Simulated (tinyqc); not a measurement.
Thermionic emission over a Gaussian spread of barriers: effect of temperature.

Metal on an n-type semiconductor with one parabolic valley; V > 0 is forward bias (metal positive). Patches of barrier height b are spread as a Gaussian with mean phi - r2 V and variance sg^2 + r3 V; each carries A* T^2 exp(-b/Vt) [exp(V/Vt) - 1].

A* = 4 pi q me m0 kB^2/h^3 (times 1e-4 for A/(cm^2 K^2)). The mean of exp(-b/Vt) gives the apparent barrier phi_ap(V) = phi - r2 V - (sg^2 + r3 V)/(2 Vt), J = A* T^2 exp(-phi_ap/Vt) [exp(V/Vt) - 1], and 1/n = 1 + r2 + r3/(2 Vt). J0 = A* T^2 exp(-phi_ap(0)/Vt); the current at zero bias is centred on b = phi - sg^2/Vt.

Parameters, values chosen for the exercise; band and dielectric values those of a made-up semiconductor: electron mass me = 0.0663 m0; barrier height seen from the metal phi = 0.86 eV; standard deviation of the barrier heights sg = 0.048 eV; shift of the mean barrier per volt, with its sign reversed (rho2) r2 = -0.054; change of sg^2 per volt (rho3) r3 = -0.0013 V.

Constants: q = 1.602176634e-19 C, kB = 1.380649e-23 J/K, h = 6.62607015e-34 J s, m0 = 9.1093837015e-31 kg, Vt = kB T/q. Results are converted to the units shown.

Effect of temperature:

| T (K) | phi_ap(0) (eV) | n | J0 (A/cm^2) | barrier that carries most current (eV) |
|---|---|---|---|---|
| 100 | 0.7263 | 1.149 | 1.980e-32 | 0.5926 |
| 140 | 0.7645 | 1.121 | 4.703e-23 | 0.6690 |
| 180 | 0.7857 | 1.106 | 2.584e-17 | 0.7115 |
| 220 | 0.7992 | 1.097 | 1.893e-13 | 0.7385 |
| 260 | 0.8086 | 1.091 | 1.143e-10 | 0.7572 |
| 300 | 0.8154 | 1.086 | 1.435e-8 | 0.7709 |
| 350 | 0.8218 | 1.082 | 1.432e-6 | 0.7836 |
| 400 | 0.8266 | 1.079 | 4.909e-5 | 0.7932 |

The apparent barrier rises from 0.726 to 0.827 eV and n falls from 1.15 to 1.08. A Richardson plot, ln(J0/T^2) against 1/Vt, has the slope -0.631 eV between the first two rows and -0.788 eV between the last two, against phi = 0.86 eV: the plot bends, because cold electrons seek the low patches. In 3 of the 8 rows sg exceeds 3 Vt, so the current comes from more than three deviations below the mean, a tiny share of the area that a Gaussian of independent patches describes poorly.

Computed by the program tinyqc: `OMP_NUM_THREADS=1 python tinyqc.py 2640133 2640134 out.jsonl`, one thread of a shared Intel Xeon 2.30GHz, about 0.01 s for the whole run.
